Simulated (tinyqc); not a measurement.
# Scale length and length offset from two DIBL values

Question. DIBL = exp(-Le/(2 l)) + 2 exp(-Le/l) with Le = L - dL. Find l, dL and the drawn length for a DIBL of 100 mV/V.

DIBL at drawn lengths 90 and 150 nm (mV/V): 96.204645  14.538745

Answer. With e = exp(-Le/(2 l)), 2 e^2 + e = DIBL gives e and so Le/l at each length; Le/l is a straight line in L with slope 1/l.

l = 17.0 nm
dL = 5.20 nm
length for 100 mV/V = 88.8 nm

Program tinyqc, `OMP_NUM_THREADS=1 python tinyqc.py 2002190 2002191 out.jsonl`; Intel Xeon 2.30GHz, shared host, one thread, about 0.01 s.
